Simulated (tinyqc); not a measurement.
Speciation in dilute and buffered hydrofluoric acid, oxide etch rate and bath loading: one step, computed by the program tinyqc.

Concentrations stand for activities, NH4+ and Cl- are spectators, and water ionisation is neglected. H, F and HF2 denote the ions H+, F- and HF2-. The base temperature is 298 K.

Question. Etch rate. Rate = k_a ([HF] + 2 [H2F2]) + k_b [HF2], an empirical two-term form. Time = oxide/rate; a temperature error changes the rate by exp((E_a/k_B)(1/298 - 1/(298 + error))) - 1.

Inputs (values chosen for the exercise, of the order of those for thermal oxide at room temperature):
```
quantity                         value            unit
rate constant of neutral HF k_a    8.1  nm L/(min mol)
rate constant of HF2 k_b            59  nm L/(min mol)
activation energy                 0.31              eV
temperature error                 0.42               K
oxide removed per wafer              2              nm
```

[HF] = 0.04839683 mol/L

[H2F2] = 0.006698844 mol/L

[HF2] = 1.482518e-04 mol/L

Constants: k_B = 8.617333262e-05 eV/K.

Give: etch rate; share of HF2 in the rate; etch time; rate change from the temperature error.

Answer.

etch rate = 0.5093 nm/min

share of HF2 in the rate = 1.717 %

etch time = 235.6 s

rate change from the temperature error = 1.714 %
